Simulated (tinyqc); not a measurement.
# From one set of inputs to another, one input at a time

Model: microkinetic model of a Langmuir-Hinshelwood surface reaction A + (1/2) B2 = AB with Bronsted-Evans-Polanyi barriers. Computed by tinyqc, a small Python program. Command: `OMP_NUM_THREADS=1 python tinyqc.py 3013878 3013879 out.jsonl microkin ladder`. One thread of a shared host (Intel(R) Xeon(R) Processor @ 2.30GHz), about 0.01 s of CPU time with the checks.

A adsorbs in equilibrium; B2 dissociates irreversibly on two free sites; adsorbed A and B react irreversibly and AB leaves at once. theta_A + theta_B + theta_* = 1.

The inputs printed are set A. Inputs not listed in the table keep their values of set A, so the rows need not describe a real material.

Inputs (values chosen for the exercise, for a model catalyst): adsorption energy of A, E_A = -1.02 eV; adsorption energy per B atom, E_B = -0.901 eV; entropy loss of A, S_A = 1.5 meV/K; entropy loss of B2, S_B = 1.6 meV/K; slope a1 of the dissociation barrier = 0.7; intercept b1 = 1.2 eV; slope a2 of the reaction barrier = 0.31; intercept b2 = 0.32 eV; pressure p_A = 0.79 bar; pressure p_B = 0.012 bar; temperature T = 750 K.

Constants: k_B = 8.617333262e-05 eV/K; hbar = 6.582119569e-16 eV s.

Method. K_A = exp(-(E_A + T S_A)/(k_B T)) per bar; barriers E1 = max(b1 + a1 2 E_B, 0), E2 = b2 - a2 (E_A + E_B); k1 = (k_B T/h) exp(-S_B/k_B) exp(-E1/(k_B T)) per bar, k2 = (k_B T/h) exp(-E2/(k_B T)), h = 2 pi hbar. theta_A = K_A p_A theta_*; 2 k1 p_B theta_*^2 = k2 theta_A theta_B, so theta_B = w theta_* with w = 2 k1 p_B/(k2 K_A p_A); theta_* = 1/(1 + K_A p_A + w); rate r = k2 theta_A theta_B.

Each row keeps all changes above it:
```
input moved                               from      to  rate r (1/s per site)  theta_*    theta_B
set A                                        -       -              2.418e+03   0.8639  1.633e-03
intercept b1 (eV)                          1.2     1.3              1.332e+03   0.8646  8.992e-04
pressure p_A (bar)                        0.79  0.0018              8.399e+02   0.6864  3.133e-01
pressure p_B (bar)                       0.012   0.078              7.361e+02   0.2520  7.479e-01
adsorption energy per B atom, E_B (eV)  -0.901   -1.23              2.861e+01   0.0369  9.631e-01
temperature T (K)                          750     825              3.126e+01   0.0367  9.633e-01
adsorption energy of A, E_A (eV)         -1.02  -0.805              5.140e-01   0.0047  9.953e-01
intercept b2 (eV)                         0.32    0.18              2.492e+01   0.0328  9.672e-01
```

Rate r goes from 2420 to 24.9, a factor 0.0103 in all. The largest single move comes from adsorption energy of A, E_A (a factor 0.0164), and intercept b2 works against it (a factor 48.5). theta_* goes from 0.864 to 0.0328, a factor 0.0380 in all. The largest single move comes from adsorption energy of A, E_A (a factor 0.128), and intercept b2 works against it (a factor 6.96). theta_B goes from 0.00163 to 0.967, a factor 592 in all. The largest single move comes from pressure p_A (a factor 348), and intercept b1 works against it (a factor 0.551). The single moves hold for this order of the switches; the total does not depend on the order.

Caution (rows set A, adsorption energy per B atom, E_B, temperature T, adsorption energy of A, E_A, intercept b2): the linear relation gives a negative E1, which is set to zero: dissociation is not activated.

Extremes, crossings and ranges named in words are read from the listed rows.
